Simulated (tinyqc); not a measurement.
## Undoped gate-all-around wire MOSFET, analytic charge model: transfer curve and volume inversion

An undoped round wire of radius R under an insulator shell and a surrounding gate; long channel, electrons only, n = ni exp((psi - V)/Vt) with V the quasi-Fermi potential (0 at the source, Vd at the drain), constant mobility, no quantisation. The radial Poisson equation gives n(r) = n(0)/(1 - (1 - b) r^2/R^2)^2 with b = Q0/(Q + Q0). Q is the electron charge per area of the wire surface.

ni = sqrt(Nc Nv) exp(-Eg/(2 Vt)), Eg in volts; Cox = eps0 eox/(R ln(1 + tox/R)); Q0 = 4 eps0 eps_r Vt/R; V0 = dphi + Vt ln[8 eps0 eps_r Vt/(q ni R^2)]. Q solves Vg - V0 - V = Q/Cox + Vt ln(Q/Q0) + Vt ln(1 + Q/Q0). I = mu (2 pi R/L)[2 Vt (Qs - Qd) + (Qs^2 - Qd^2)/(2 Cox) + Vt Q0 ln((Qd + Q0)/(Qs + Q0))], with Qs at V = 0 and Qd at V = Vd. The drop is psi(surface) - psi(centre) at the source end; C = dQs/dVg, Cg = Cox, drop = 2 Vt ln(1 + Qs/Q0); gm = dI/dVg.

Values chosen for this exercise; material values close to those of silicon:

| symbol | value | unit | meaning |
|---|---|---|---|
| T | 300 | K | temperature |
| Eg | 1.12 | eV | band gap |
| eps_r | 11.6 |  | relative permittivity of the semiconductor |
| Nc | 2.83e19 | cm^-3 | conduction-band density of states at T |
| Nv | 2.65e19 | cm^-3 | valence-band density of states at T |
| eox | 23.8 |  | relative permittivity of the gate insulator |
| tox | 5.1 | nm | insulator thickness |
| R | 4 | nm | wire radius |
| dphi | -0.03 | V | gate work function less that of the intrinsic body |
| mu | 540 | cm^2/(V s) | channel mobility |
| L | 2 | um | gate length |
| Vd | 0.8 | V | drain voltage |

Constants: q = 1.602176634e-19 C, kB = 1.380649e-23 J/K, Vt = kB T/q, eps0 = 8.8541878128e-14 F/cm where lengths are in cm. Results are converted to the units shown.

Results:

| Vg (V) | Qs (nC/cm^2) | drop (mV) | C/Cg | I (uA) | gm/I (1/V) |
|---|---|---|---|---|---|
| 0.2 | 0.002509 | 4.886e-4 | 1.514e-5 | 4.401e-7 | 38.68 |
| 0.29 | 0.08149 | 0.01587 | 4.914e-4 | 1.430e-5 | 38.67 |
| 0.38 | 2.585 | 0.5008 | 0.01521 | 4.591e-4 | 38.20 |
| 0.46 | 39.96 | 7.249 | 0.1758 | 0.008336 | 32.53 |
| 0.55 | 238.2 | 33.10 | 0.4939 | 0.08377 | 19.29 |
| 0.64 | 581.2 | 59.96 | 0.6753 | 0.3287 | 12.00 |
| 0.72 | 951.9 | 78.74 | 0.7633 | 0.7428 | 8.697 |
| 0.9 | 1896 | 108.4 | 0.8591 | 2.471 | 5.207 |

Estimate the missing row, Vg = 0.81 V.

Computed row:

| Vg (V) | Qs (nC/cm^2) | drop (mV) | C/Cg | I (uA) | gm/I (1/V) |
|---|---|---|---|---|---|
| 0.81 | 1411 | 95.27 | 0.8222 | 1.463 | 6.545 |

With this row back in the table: The current rises from 4.40e-7 to 2.47 uA. In the first row gm/I is 38.7 1/V, within 0.01 % of 1/Vt: with no depletion charge the whole body follows the gate, and the swing is ideal. The drop between surface and centre goes from 4.9e-4 to 108 mV and passes Vt at Vg = 0.55 V among the rows; below that the density varies across the body by less than a factor of e (volume inversion). C reaches 0.86 of Cg in the last row. For Vg = 0.55 to 0.9 V the surface density at the source passes 0.3 Nc, where Boltzmann statistics fail. In every row the body is thin enough for quantum confinement, left out here, to raise the threshold.

tinyqc, about 0.03 s, one thread, Intel Xeon 2.30GHz (shared host): `OMP_NUM_THREADS=1 python tinyqc.py 2460152 2460153 out.jsonl`
